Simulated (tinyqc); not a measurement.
## Absorption coefficient and reflectance from two thicknesses

Question. With transparent contact layers the responsivity is (1 - Rf)(1 - exp(-al wi)) q lam/(h c). The second absorber is twice as thick as the first. Find al and Rf.

Values chosen for this exercise:
- lam = 1550 nm (wavelength)

Constants: q = 1.602176634e-19 C, h = 6.62607015e-34 J s, c = 299792458 m/s. Results are converted to the units shown.

responsivity for wi = 3.2 and 6.4 um (A/W): [0.46441723, 0.74722951]

Solution. The ratio of the responsivities is 1 + exp(-al w1), which gives al; either value then gives 1 - Rf.

al = 1.55e3 1/cm
Rf = 0.0500

Computed by the program tinyqc: `OMP_NUM_THREADS=1 python tinyqc.py 2250029 2250030 out.jsonl`, one thread of a shared Intel Xeon 2.30GHz, about 0.01 s for the whole run.
